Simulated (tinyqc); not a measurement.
Estimate of lattice thermal conductivity from elastic moduli (Slack, Klemens and Cahill formulas). Changing the grain size d. Computed by tinyqc, a small Python program. Command: `OMP_NUM_THREADS=1 python tinyqc.py 3018059 3018060 out.jsonl slack sweep`. One thread of a shared host (Intel(R) Xeon(R) Processor @ 2.30GHz), about 0.01 s of CPU time with the checks.

An isotropic solid.

Inputs (values chosen for the exercise, for a model crystal):
```
quantity                               value        unit
bulk modulus B                          40.4         GPa
shear modulus G                         38.4         GPa
volume per atom V                       9.99  angstrom^3
mean atomic mass M                      55.4           u
atoms per primitive cell n                 2           -
volume expansion coefficient alpha_V     193       ppm/K
temperature T                            900           K
disorder parameter Gamma              0.0065           -
```

Grueneisen parameter: from thermal expansion.

Constants: u = 1.6605390666e-27 kg; hbar = 1.054571817e-34 J s; k_B = 1.380649e-23 J/K; h = 6.62607015e-34 J s.

Method:
- rho = M/V; vL = sqrt((B + 4G/3)/rho), vT = sqrt(G/rho); v_m = [(vL^-3 + 2 vT^-3)/3]^(-1/3); Poisson ratio sigma = (3B - 2G)/(6B + 2G); Theta = hbar v_m (6 pi^2/V)^(1/3)/k_B.
- gamma = alpha_V B V/(3 k_B), with the classical heat capacity 3 k_B per atom.
- Slack, an estimate for T near or above Theta_a: kappa = A M Theta_a^3 delta n^(1/3)/(gamma^2 T) in W/(m K), with M in u, delta = V^(1/3) in angstrom, Theta_a = Theta n^(-1/3) and A = 2.43e-6/(1 - 0.514/gamma + 0.228/gamma^2).
- High-temperature forms with the classical heat capacity. Klemens: kappa/kappa_0 = arctan(u)/u, u^2 = pi^2 Theta V Gamma kappa_0/(h v_m^2). Grains: 1/kappa_poly = 1/kappa + 1/(C v_m d/3), C = 3 k_B/(n V), the acoustic branches alone.
- Cahill minimum: kappa_min = (pi/6)^(1/3) k_B V^(-2/3) sum over L, T, T of v (T/Theta_i)^2 int_0^(Theta_i/T) x^3 e^x/(e^x - 1)^2 dx, Theta_i = Theta v_i/v_m (64 Gauss-Legendre points).
- Its high-temperature limit is (1/2) (pi/6)^(1/3) k_B V^(-2/3) (vL + 2 vT).

One run for each value:
```
grain size d (nm)  kappa of the polycrystal (W/(m K))  grain-boundary limit (W/(m K))  kappa_poly/kappa_min
5                                               1.633                       7.741e+00                 1.893
20                                              1.939                       3.096e+01                 2.248
50                                              2.015                       7.741e+01                 2.336
200                                             2.055                       3.096e+02                 2.383
500                                             2.063                       7.741e+02                 2.392
2000                                            2.068                       3.096e+03                 2.397
5000                                            2.068                       7.741e+03                 2.398
20000                                           2.069                       3.096e+04                 2.399
50000                                           2.069                       7.741e+04                 2.399
```

Over the rows, kappa of the polycrystal (W/(m K)) rises from 1.63 to 2.07; grain-boundary limit (W/(m K)) rises from 7.74 to 77400 (exponent d ln y / d ln x about 1.0 throughout); kappa_poly/kappa_min rises from 1.89 to 2.40. At the high end the exponent of kappa of the polycrystal is 0.00, close to 0: grains are larger than the free path. The two resistivities add, so grains matter once the boundary limit, proportional to d, falls to the size of kappa with point defects.
